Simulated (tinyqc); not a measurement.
What moves the results: two-band tight binding of a puckered layer. A value that a table varies takes the place of the one given here.

With X = kx ax/2 and Y = ky ay/2: h = t2 + 2 cos(Y) (t1 exp(iX) + t3 exp(-iX)) + t5 exp(2iX), d = 4 t4 cos(X) cos(Y), H = [[d, h], [h*, d]], E = d -/+ |h|.

Constants: hbar^2/2m0 = 3.80998211 eV angstrom^2.

Parameters, chosen for this exercise (near a published set for monolayer black phosphorus; not measured data):
```
symbol  value   unit      meaning
ax      4.56    angstrom  period along x (armchair)
ay      3.25    angstrom  period along y (zigzag)
t1      -1.206  eV        along the zigzag
t2      3.689   eV        across the pucker
t3      -0.221  eV        second in the sheet
t4      -0.107  eV        same sublattice
t5      -0.058  eV        far across
```

## Mass and optical strength against direction

masses (m0):
```
                x        y
electron  0.16083  0.87924
hole      0.17750  1.18948
```

chi = -4.75608 eV angstrom

Angle from x. 1/m(theta) = cos^2/mx + sin^2/my. Near Gamma only x-polarised light couples the bands, with strength chi^2 cos^2(theta), chi = ax (t1 - t3 + t5) = d Im(h)/dkx; the positions of the atoms inside the cell, which would change this dipole but not the masses, are left out. The last column is the transition energy at |k| = 0.1 1/angstrom from the full bands, less the gap.

Against angle:
```
theta (deg)  m_e (m0)  m_h (m0)  strength (eV^2 angstrom^2)  rise of the transition (eV)
0               0.161     0.177                       22.62                       0.4013
15              0.170     0.188                       21.11                       0.3809
30              0.202     0.225                       16.97                       0.3243
45              0.272     0.309                       11.31                       0.2446
60              0.415     0.490                        5.66                       0.1617
75              0.677     0.861                        1.52                       0.0988
85              0.850     1.140                        0.17                       0.0779
90              0.879     1.189                        0.00                       0.0752
```

How do the results move?

The light-mass direction rules: at 45 degrees the electron mass is still 0.272, 1.69 times the value along x, against 5.5 times at 90 degrees. At |k| = 0.1 the transition has risen 5.3 times as much along x as along y.

## Closing the gap

t2 is lowered; h0 = t2 + 2 t1 + 2 t3 + t5, c = hbar^2/2m0. For h0 > 0 the gap is 2 h0 at Gamma. For h0 < 0 the bands touch at kx = 0, cos(Y) = -(t2 + t5)/(2 (t1 + t3)).

Against t2:
```
t2 (eV)  h0 (eV)  gap (eV)  electron mass along x (m0)  ky of the nodes (1/angstrom)
3.8        0.888     1.776                      0.1742                             -
3.6        0.688     1.376                      0.1490                             -
3.4        0.488     0.976                      0.1179                             -
3.2        0.288     0.576                      0.0787                             -
3.0        0.088     0.176                      0.0277                             -
2.8       -0.112     0.000                           -                        0.1730
2.6       -0.312     0.000                           -                        0.2904
2.4       -0.512     0.000                           -                        0.3744
```

How do the results move?

The gap closes at t2 = 2.912 eV. On the way the mass along x falls with the gap and tends to 2 c h0/chi^2 as it closes, while that along y stays. Beyond it two Dirac nodes move apart along the zigzag direction, to ky = +/-0.374 1/angstrom in the last row. The mass formula is c/(ex + gx + chi^2/(2 h0)) with chi = ax (t1 - t3 + t5), gx = -ax^2 ((t1 + t3)/4 + t5/2), ex = -t4 ax^2/2.

## What each parameter does

Gap at Gamma and masses m/m0 = c q^2/|E(q) - E(0)| with q = 0.001 1/angstrom, c = hbar^2/2m0. Each row changes one parameter from the base and keeps the others.

Results:
```
case                 gap (eV)   m_e x   m_h x  m_e y  m_h y
base                   1.5540  0.1608  0.1775  0.879  1.189
t1 = -1.176 eV         1.6740  0.1754  0.1954  0.896  1.220
t2 = 3.719 eV          1.6140  0.1646  0.1821  0.879  1.189
t3 = -0.191 eV         1.6740  0.1637  0.1810  0.896  1.220
t4 = -0.077 eV         1.5540  0.1630  0.1750  0.913  1.133
t5 = -0.028 eV         1.6140  0.1729  0.1923  0.879  1.189
ax = 4.697 angstrom    1.5540  0.1516  0.1673  0.879  1.189
```

What does this show?

The largest shifts from the base row, up to three for each result and ties (the steps differ in size, so this ranks the rows, not the parameters). gap (eV): t1 +0.1200, t3 +0.1200, t5 +0.0600, t2 +0.0600; unchanged at the printed digits by t4 and ax. m_e x: t1 +0.0146, t5 +0.0120, ax -0.0092. m_h x: t1 +0.0179, t5 +0.0148, ax -0.0102. m_e y: t4 +0.033, t1 +0.016, t3 +0.016; unchanged at the printed digits by t2, t5 and ax. m_h y: t4 -0.056, t1 +0.030, t3 +0.030; unchanged at the printed digits by t2, t5 and ax.

Computed by tinyqc, a small Python program: `OMP_NUM_THREADS=1 python tinyqc.py 1452265 1452266 out.jsonl` (the numbers bound the seed that draws the inputs); one thread of a shared host (Intel(R) Xeon(R) Processor @ 2.30GHz), about 0.01 s for the whole set of steps.
